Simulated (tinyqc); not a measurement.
Composition and strain of an epitaxial Si(1-x)Ge(x) layer from Raman and X-ray peaks: one step, computed by the program tinyqc.

A (001) layer, biaxially strained in the plane. The Raman peaks follow empirical lines omega = w0 + c1 x + c3 x^3 + b eps (c3 for Si-Ge alone), with eps the in-plane strain.

Problem. X-ray (004) reflection. Bragg angle theta = arcsin(2 lambda/a) for (004), for the substrate with a_sub and the layer with a_perp; separation in arc seconds.

Inputs (values chosen for the exercise, modelled on silicon-germanium): X-ray wavelength = 1.540598 angstrom.

Substrate: silicon.

substrate constant a_sub = 5.431 angstrom

a_perp = 5.539438 angstrom

Give: theta of the substrate; theta of the layer; separation, layer less substrate.

Solution.

theta of the substrate = 34.56 degree

theta of the layer = 33.80 degree

separation, layer less substrate = -2769 arcsec
